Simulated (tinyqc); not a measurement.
Ballistic transport through the one-dimensional subbands of a rectangular nanowire or nanosheet channel: one step, computed by the program tinyqc.

Hard walls, parabolic subbands, transport along x. Energies are counted from the bulk conduction band edge at the top of the barrier, which the gate pulls down by U; the source Fermi level lies at the bulk edge when U = 0.

Task: Conductance, capacitance and scattering. Linear conductance G = (2 e^2/h) sum_i g f(eta_i), g = 1, f = 1/(1 + exp(-eta_i)), with the barrier frozen at the eta_i above; current per perimeter I/(2(a + b)); with scattering, transmission lambda/(lambda + L) and low-bias resistance (1 + L/lambda)/G.

Inputs (values chosen for the exercise, modelled on InAs):
```
quantity                                   value  unit
mass m                                     0.029   m_0
height a                                     6.8    nm
width b                                      9.8    nm
temperature T                                300     K
mean free path for back-scattering lambda     17    nm
channel length L                              93    nm
```

Valleys: single isotropic valley.

Occupation:
```
subband      eta_i    n_i (1/nm)  I_i (microampere)
1           3.4811  7.993129e-02       7.033499e+00
2         -12.1864  2.017914e-07       1.021438e-05
3         -29.0601  9.478407e-15       4.797823e-13
4         -38.2989  9.212790e-19       4.663372e-17
5         -44.7276  1.487399e-21       7.528983e-20
6         -70.8401  6.790697e-33       3.437346e-31
7         -74.8564  1.223694e-34       6.194149e-33
8         -83.2955  2.646106e-38       1.339418e-36
9         -98.9630  4.152402e-45       2.101882e-43
10       -107.3976  9.019780e-49       4.565673e-47
```

ballistic current I = 7.033509 microampere

Constants: e = 1.602176634e-19 C; h = 6.62607015e-34 J s.

Give: open modes sum g f; ballistic conductance; current per perimeter; transmission; low-bias resistance with scattering.

Result:

open modes sum g f = 0.9702

ballistic conductance = 75.17 microsiemens

current per perimeter = 211.9 microampere/micrometre

transmission = 0.1545

low-bias resistance with scattering = 86.08 kiloohm

Even without scattering the wire has h/(2 e^2 M) = 13.30 kiloohm, which sits in the contacts. Caution: confinement energies this large call for non-parabolicity and barrier penetration, which lower the subbands and raise the mass.
